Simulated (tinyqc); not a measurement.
What moves the results: quantum-confined Stark effect in a modulator well. A value that a table varies takes the place of the one given here.

Envelopes on cells of 0.5 angstrom over the well |z| < L/2 and 45 angstrom of barrier on each side, psi = 0 beyond, psi'/m continuous (mean mass between points), c = hbar^2/2m0. The electron sees + e F z and the hole - e F z, each with its offset in the barriers; 1 kV/cm = 1e-5 eV/angstrom. Light holes, band mixing and escape by tunnelling are left out.

Exciton: in-plane function exp(-rho/lam), 1/mu = 1/me + 1/mp, E(lam) = c/(mu lam^2) - (q/eps) times the integral over k of Fm(k)(1 + (k lam/2)^2)^(-3/2), Fm(k) the double integral of psi_e^2 psi_h^2 exp(-k |z - z'|), q = e^2/(4 pi eps0); binding Eb = -E at the minimum. Line at Eg + E_e + E_h - Eb, strength proportional to overlap^2/lam^2.

Constants: hbar^2/2m0 = 3.80998211 eV angstrom^2; e^2/(4 pi eps0) = 14.39964547 eV angstrom; hc = 1239.841984 eV nm.

Values chosen for the exercise (near those of an InGaAsP well in InP; the results hold for these values, not for the real material):

| symbol | value | unit | meaning |
|---|---|---|---|
| L | 132 | angstrom | well width |
| Vc | 0.197 | eV | conduction offset |
| Vv | 0.304 | eV | heavy-hole offset |
| me | 0.0514 | m0 | electron, well |
| meb | 0.0781 | m0 | electron, barrier |
| mh | 0.347 | m0 | heavy hole along z, well |
| mhb | 0.485 | m0 | heavy hole, barrier |
| Eg | 0.846 | eV | gap of the well |
| mp | 0.114 | m0 | heavy hole in the plane |
| eps | 13 |  | dielectric constant |
| Fs | (0, 21, 42, 64, 88, 113, 141) | kV/cm | fields |
| Ls | (50, 66, 84, 104, 126, 150, 170) | angstrom | widths |
| F_L | 101 | kV/cm | field for this table |
| F | 101 | kV/cm | field |

## Raising the field

All quantities anew; shifts from zero field.

Results:

| F (kV/cm) | dE_e (meV) | dE_h (meV) | Eb (meV) | line shift (meV) | overlap^2 | relative strength |
|---|---|---|---|---|---|---|
| 0 | 0.00 | 0.00 | 6.26 | 0.00 | 0.964 | 1.000 |
| 21 | -0.68 | -1.89 | 5.99 | -2.31 | 0.808 | 0.781 |
| 42 | -2.69 | -6.63 | 5.52 | -8.58 | 0.552 | 0.468 |
| 64 | -6.10 | -13.29 | 5.10 | -18.23 | 0.349 | 0.259 |
| 88 | -11.15 | -21.73 | 4.74 | -31.37 | 0.207 | 0.136 |
| 113 | -17.68 | -31.38 | 4.47 | -47.27 | 0.120 | 0.071 |
| 141 | -26.25 | -42.93 | 4.25 | -67.17 | 0.066 | 0.036 |

What does this show, and why?

The line shift grows with exponent 1.89 in F at low field and 1.59 at the end, as the carriers come up against opposite walls and the dipole begins to saturate. The hole gives 74 % of the level shift in the second row and 62 % in the last. The largest shift is 10.7 times the zero-field binding, yet 68 % of the binding survives, since the walls stop the field from pulling the pair apart. Half the strength is gone between 21 and 42 kV/cm.

## Width of the well

Zero-field line, its shift at F_L and the relative strength.

Results:

| L (angstrom) | line at F = 0 (nm) | Eb (meV) | shift (meV) | relative strength | shift x strength (meV) |
|---|---|---|---|---|---|
| 50 | 1317.1 | 7.65 | -3.53 | 0.927 | 3.27 |
| 66 | 1359.1 | 7.33 | -6.76 | 0.812 | 5.49 |
| 84 | 1389.1 | 6.99 | -12.68 | 0.589 | 7.47 |
| 104 | 1410.5 | 6.66 | -22.09 | 0.323 | 7.14 |
| 126 | 1426.0 | 6.34 | -35.34 | 0.130 | 4.58 |
| 150 | 1437.1 | 6.03 | -52.50 | 0.037 | 1.97 |
| 170 | 1443.6 | 5.81 | -68.41 | 0.011 | 0.77 |

What does this show?

The shift grows with exponent 2.34 in L over the first two rows and 2.12 over the last two, against 4 for hard walls at second order; leakage lowers it in narrow wells and saturation in wide ones. The strength falls from 0.93 to 0.01, and the product of the two is largest at 84 angstrom.

## What each parameter does

Zero-field line, shift at F, overlap^2 and Eb at F. Each row changes one parameter from the base and keeps the others.

Results:

| case | line (nm) | shift (meV) | overlap^2 | Eb (meV) |
|---|---|---|---|---|
| base | 1429.2 | -39.39 | 0.156 | 4.59 |
| L = 122 angstrom | 1423.6 | -32.73 | 0.229 | 4.94 |
| F = 81 kV/cm | 1429.2 | -27.30 | 0.242 | 4.84 |
| Vc = 0.158 eV | 1431.2 | -40.87 | 0.142 | 4.51 |
| Vv = 0.38 eV | 1429.0 | -38.74 | 0.162 | 4.62 |
| me = 0.0591 m0 | 1432.5 | -39.51 | 0.143 | 4.80 |
| mh = 0.295 m0 | 1428.0 | -38.39 | 0.174 | 4.62 |
| eps = 11.7 | 1431.1 | -39.01 | 0.156 | 5.39 |

What can be read from the table?

The largest shifts from the base row, up to three for each result and ties (the steps differ in size, so this ranks the rows, not the parameters). line (nm): L -5.6, me +3.3, Vc +2.0, eps +2.0; unchanged at the printed digits by F. shift (meV): F +12.10, L +6.66, Vc -1.48. overlap^2: F +0.085, L +0.073, mh +0.017; unchanged at the printed digits by eps. Eb (meV): eps +0.80, L +0.34, F +0.24.

(tinyqc, `OMP_NUM_THREADS=1 python tinyqc.py 1281536 1281537 out.jsonl`, Intel(R) Xeon(R) Processor @ 2.30GHz, 1 thread, shared host, about 0.1 s.)
